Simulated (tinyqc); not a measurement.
One point for the whole zone: special k points of the fcc lattice.

Lattice vectors in units of a: a1 = (0, 1/2, 1/2), a2 = (1/2, 0, 1/2), a3 = (1/2, 1/2, 0); reciprocal vectors b_i with a_i . b_j = 2 pi delta_ij. Mesh: k = sum_i f_i b_i with f_i = (2 j_i + shift)/(2 N), j_i = 0 .. N-1. The point group of the lattice has 48 operations; only those that map the mesh onto itself are used.

A_m(k) = sum over the m-th star of lattice vectors R of cos(k . R), stars in order of length: m = 1: |R|^2 = 0.5, 12 vectors, such as (1, 0, 0) in the basis a_i; m = 2: |R|^2 = 1, 6 vectors, such as (1, 1, -1) in the basis a_i; m = 3: |R|^2 = 1.5, 24 vectors, such as (2, 0, -1) in the basis a_i; m = 4: |R|^2 = 2, 12 vectors, such as (2, 0, 0) in the basis a_i; m = 5: |R|^2 = 2.5, 24 vectors, such as (2, 1, -1) in the basis a_i; m = 6: |R|^2 = 3, 8 vectors, such as (3, -1, -1) in the basis a_i. The zone mean of every A_m is zero.

Test function, the lower band of a two-band insulator: E(k) = -sqrt(D^2 + (e0 - t A_1(k))^2).

Inputs chosen for the exercise (out of a larger set: the lattice of Si, GaAs, Cu and Al; not measured data):
```
symbol  value  unit  meaning
D       2.88   eV    half gap term
t       0.34   eV    coupling
e0      2.42   eV    offset
```

The mean-value (Baldereschi) point is taken at k = (2 pi/a) (0.6223, 0.2953, 0), that is f = (0.1477, 0.3111, 0.4588); the reference is the mesh with N = 24.

Single points:
```
point                     A_1     A_2     A_3     A_4   E (eV)
Gamma                  12.000   6.000  24.000  12.000  -3.3242
mean-value point        0.000   0.000  -4.405  -3.192  -3.7617
zone-face centre b1/2   0.000  -6.000   0.000  12.000  -3.7618
```

reference mean = -3.8992 eV

The mean-value point makes A_1 and A_2 vanish. Its error is +138 meV, against +575 meV at Gamma and +137 meV at b1/2. E is not linear in A_1; its powers hold sums of nearest vectors and a non-zero mean, so this point is not exact. A_1 has the same value at b1/2, and E depends on A_1 alone, so this test cannot tell the two points apart.

Computed by tinyqc, a small Python program: `OMP_NUM_THREADS=1 python tinyqc.py 1680444 1680445 out.jsonl` (the numbers bound the seed that draws the inputs); one thread of a shared host (Intel(R) Xeon(R) Processor @ 2.30GHz), about 0.2 s for the whole set of steps.
